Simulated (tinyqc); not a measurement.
What moves the results: alloy A(1-x)B(x) by interpolation with bowing. A value that a table varies takes the place of the one given here.

Each gap follows E(x) = (1 - x) E_A + x E_B - C x (1 - x); the lattice constant follows Vegard, a(x) = (1 - x) a_A + x a_B.

Mass at Gamma from the Kane formula 1/m = F + Ep (Eg + 2 Dso/3)/(Eg (Eg + Dso)). F is fixed by the masses of A and B and interpolated linearly, as is Ep; Eg and Dso carry their bowing.

Constants: hc = 1239.841984 eV nm.

Inputs chosen for the exercise (A near GaAs, B near GaSb; the results hold for these values, not for the real material):
- a = (5.646, 6.105) angstrom (lattice constant of A, B)
- Eg = (1.541, 0.818) eV (gap at Gamma to the s-like level of A, B)
- EgX = (1.979, 1.145) eV (gap to the lowest valley along Gamma-X of A, B)
- EgL = (1.816, 0.877) eV (gap to L of A, B)
- C = (1.233, 1.102, 1.371) eV (bowing of the Gamma, X and L gaps)
- Dso = (0.34, 0.754) eV (spin-orbit splitting of A, B)
- Ep = (25.4, 26.7) eV (Kane energy of A, B)
- me = (0.0675, 0.0385) m0 (electron mass at Gamma of A, B)
- Cs = 0.49 eV (bowing of Dso)
- x = 0.93 (fraction of B)

## Gaps across the alloy

Eleven compositions.

Gaps (eV):
```
x    a (angstrom)  Gamma      X      L  lowest  wavelength (nm)
0.0        5.6460  1.541  1.979  1.816   Gamma              805
0.1        5.6919  1.358  1.796  1.599   Gamma              913
0.2        5.7378  1.199  1.636  1.409   Gamma             1034
0.3        5.7837  1.065  1.497  1.246   Gamma             1164
0.4        5.8296  0.956  1.381  1.111   Gamma             1297
0.5        5.8755  0.871  1.286  1.004   Gamma             1423
0.6        5.9214  0.811  1.214  0.924   Gamma             1528
0.7        5.9673  0.776  1.164  0.871   Gamma             1598
0.8        6.0132  0.765  1.135  0.845   Gamma             1620
0.9        6.0591  0.779  1.129  0.848   Gamma             1591
1.0        6.1050  0.818  1.145  0.877   Gamma             1516
```

The lowest valley is Gamma at every x. The Gamma gap has a minimum inside the range, 0.765 eV at x = (C - (E_B - E_A))/(2C) = 0.793, since the bowing exceeds the difference of the end gaps.

## Three ways to interpolate a mass

Linear in m, linear in 1/m, and the Kane formula.

Masses (m0):
```
x      Eg (eV)  linear in m  linear in 1/m    Kane  Kane m/Eg (1/eV)
0.000    1.541       0.0675         0.0675  0.0675            0.0438
0.125    1.316       0.0639         0.0617  0.0577            0.0438
0.250    1.129       0.0602         0.0568  0.0497            0.0440
0.375    0.981       0.0566         0.0526  0.0435            0.0444
0.500    0.871       0.0530         0.0490  0.0391            0.0449
0.625    0.800       0.0494         0.0459  0.0364            0.0455
0.750    0.768       0.0457         0.0431  0.0354            0.0461
0.875    0.774       0.0421         0.0407  0.0360            0.0466
1.000    0.818       0.0385         0.0385  0.0385            0.0471
```

At x = 0.5 the three give 0.0530, 0.0490 and 0.0391; judged by the largest distance, the Kane value is closer to the interpolation in 1/m (largest distances 0.0139 m0 from the rule in m, 0.0099 m0 from the rule in 1/m), and it dips below both end values, following the bowed gap, which neither rule can do. The ratio m/Eg varies by a factor of 1.07 while the gap varies by 2.01; a constant ratio is the two-band rule m = Eg/Ep at fixed Ep.

## What each parameter does

Gaps at x and the Kane mass. Each row changes one parameter from the base and keeps the others.

Results:
```
case                          Gamma (eV)  X (eV)  L (eV)  mass (m0)
base                              0.7883  1.1316  0.8535     0.0369
x = 0.89                          0.7768  1.1289  0.8461     0.0362
C = (1.333, 1.202, 1.471) eV      0.7818  1.1251  0.8470     0.0366
Eg = (1.618, 0.818) eV            0.7937  1.1316  0.8535     0.0371
EgX = (1.979, 1.088) eV           0.7883  1.0786  0.8535     0.0369
EgL = (1.725, 0.877) eV           0.7883  1.1316  0.8471     0.0369
Ep = (27.9, 29.4) eV              0.7883  1.1316  0.8535     0.0366
Cs = 0.54 eV                      0.7883  1.1316  0.8535     0.0369
```

The largest shifts from the base row, up to three for each result and ties (the steps differ in size, so this ranks the rows, not the parameters). Gamma (eV): x -0.0115, C -0.0065, Eg +0.0054; unchanged at the printed digits by EgX, EgL, Ep and Cs. X (eV): EgX -0.0530, C -0.0065, x -0.0028; unchanged at the printed digits by Eg, EgL, Ep and Cs. L (eV): x -0.0074, C -0.0065, EgL -0.0064; unchanged at the printed digits by Eg, EgX, Ep and Cs. mass (m0): x -0.0007, C -0.0003, Ep -0.0003; unchanged at the printed digits by EgX, EgL and Cs.

tinyqc: `OMP_NUM_THREADS=1 python tinyqc.py 1080363 1080364 out.jsonl`; about 0.01 s, one thread, shared Intel(R) Xeon(R) Processor @ 2.30GHz.
